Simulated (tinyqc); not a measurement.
Heterojunction of two tight-binding chains, step by step. Values are carried at full precision from step to step, so a last printed digit may differ when a step is redone from the rounded ones.

Left chain: hopping -t1, sites at 2 t1 (band bottom 0). Right chain: hopping -t2, sites at dE + 2 t2 (bottom dE). t = c/(m a^2), c = hbar^2/2m0. The bond across the interface is -tc with tc = f sqrt(t1 t2), and the last left site has the extra energy U. In a chain E = bottom + 2t (1 - cos(ka)); the surface Green function of a half chain is g = -exp(ika)/t, with Im k > 0 where cos(ka) > 1.

Constants: hbar^2/2m0 = 3.80998211 eV angstrom^2.

Values chosen for the exercise (masses and offset of the size met at InAs / GaSb; shifted at random, so the results belong to these values and not to a real crystal): a = 4 angstrom (site spacing); m1 = 0.026 m0 (mass on the left); m2 = 0.038 m0 (mass on the right); f = 0.97 (factor on the interface hopping); dE = 0.89 eV (band offset); E = 0.903 eV (electron energy); U = -0.61 eV (extra energy on the last left site).

## Hoppings

Form t1, t2 and tc.

t1 = 9.15861 eV
t2 = 6.26642 eV
tc = 7.34846 eV

## Wave numbers and velocities

The left chain has hopping t1 and band bottom 0, the right one t2 and dE. cos(ka) = 1 - (E - bottom)/(2t); dE/dk = 2 t a sin(ka).

ka (rad): left 0.315304, right 0.045551

dE/dk (eV angstrom): left 22.7211, right 2.2828

## Self-energies on the last left site

Hoppings t1 (left), t2 (right), tc (interface); g is the surface Green function of a half chain. The rest of the left chain gives S1 = t1^2 g1 = -t1 exp(i k1 a); the right chain gives S2 = tc^2 g2 = -(tc^2/t2) exp(i k2 a).

S1 = -8.70711-2.84014i eV
S2 = -8.60840-0.39239i eV

## Transmission

The last site of the left chain has energy 2 t1 + U, and S1, S2 are the self-energies of the two half chains on it. G = 1/(E - 2 t1 - U - S1 - S2); T = 4 Im(S1) Im(S2) |G|^2.

G = 0.0477-0.3018i 1/eV
T = 0.4162

A fraction 0.5838 is reflected although the electron lies above the step.

## Checks

- T from the Green function against 1 - |r|^2 from matching plane waves: both 0.416203.

(tinyqc, `OMP_NUM_THREADS=1 python tinyqc.py 1452236 1452237 out.jsonl`, Intel(R) Xeon(R) Processor @ 2.30GHz, 1 thread, shared host, about 0.01 s.)
